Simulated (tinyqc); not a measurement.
Bloch-Grueneisen resistivity of a metal. Inputs raised by 2 %, one at a time. Computed by tinyqc, a small Python program. Command: `OMP_NUM_THREADS=1 python tinyqc.py 3029579 3029580 out.jsonl bg sens`. One thread of a shared host (Intel(R) Xeon(R) Processor @ 2.30GHz), about 0.04 s of CPU time with the checks.

Electrons scatter from a Debye spectrum of phonons (n = 5 for scattering within one band, n = 3 for scattering into a second, heavy band) and from static defects.

Inputs (values chosen for the exercise, modelled on molybdenum):
```
quantity,value,unit
exponent n,5,-
Debye temperature Theta,373,K
transport coupling lambda_tr,0.32,-
Drude plasma energy hbar w_p,8.4,eV
residual resistivity rho_0,0.57,microohm cm
temperature T,20,K
```

Addition: none.

Constants: k_B = 1.380649e-23 J/K; hbar = 1.054571817e-34 J s; eps_0 = 8.8541878128e-12 F/m; hbar = 6.582119569e-16 eV s; k_B = 8.617333262e-05 eV/K.

Method:
- rho_ph = (n - 1) rho_1 (T/Theta)^n J_n(Theta/T), with rho_1 = 2 pi lambda_tr k_B Theta/(hbar eps_0 w_p^2), the high-temperature line at T = Theta.
- J_n(y) = int_0^y x^n e^x/(e^x - 1)^2 dx, by 96 Gauss-Legendre points (upper limit at most 60).
- Matthiessen's rule: rho = rho_0 + rho_ph.
- Temperature coefficient (1/rho) d rho/dT by a central difference of +/- 0.5 K; residual ratio rho(295 K)/rho(4.2 K); scattering time tau = 1/(eps_0 w_p^2 rho); Wiedemann-Franz kappa = L_0 T/rho, L_0 = (pi^2/3)(k_B/e)^2.

Runs:
```
input moved,from,to,resistivity rho (microohm cm),temperature coefficient (1e-3/K),phonon resistivity rho_ph (microohm cm),Wiedemann-Franz conductivity (W/(m K))
base run,-,-,0.5715,0.6574,0.001502,85.49
Debye temperature Theta (K),373,380.46,0.5714,0.6075,0.001387,85.51
transport coupling lambda_tr,0.32,0.3264,0.5715,0.6705,0.001532,85.49
Drude plasma energy hbar w_p (eV),8.4,8.568,0.5714,0.6319,0.001443,85.50
residual resistivity rho_0 (microohm cm),0.57,0.5814,0.5829,0.6445,0.001502,83.82
temperature T (K),20,20.4,0.5717,0.7112,0.001658,87.18
```

Exponents ln(y'/y) / ln(x'/x):
```
input,resistivity rho,temperature coefficient,phonon resistivity rho_ph,Wiedemann-Franz conductivity
Debye temperature Theta,-0.010,-3.981,-3.998,0.010
transport coupling lambda_tr,0.003,0.997,1.000,-0.003
Drude plasma energy hbar w_p,-0.005,-1.995,-2.000,0.005
residual resistivity rho_0,0.997,-0.997,0.000,-0.997
temperature T,0.014,3.973,4.997,0.986
```

Among the inputs moved here: resistivity rho answers most in size to residual resistivity rho_0 (exponent +0.997), next to temperature T (+0.014). Temperature coefficient answers most in size to Debye temperature Theta (exponent -3.981), and about equally to temperature T (+3.973). Phonon resistivity rho_ph answers most in size to temperature T (exponent +4.997), next to Debye temperature Theta (-3.998); its exponent is below 0.0005 for residual resistivity rho_0. Its exponent -3.998 in Debye temperature Theta: at low T, rho_1/Theta^5 with rho_1 proportional to Theta. Its exponent +1.000 in transport coupling lambda_tr: the rate is proportional to the coupling. Wiedemann-Franz conductivity answers most in size to residual resistivity rho_0 (exponent -0.997), and about equally to temperature T (+0.986). Its exponent +0.986 in temperature T: defect scattering, constant rho.
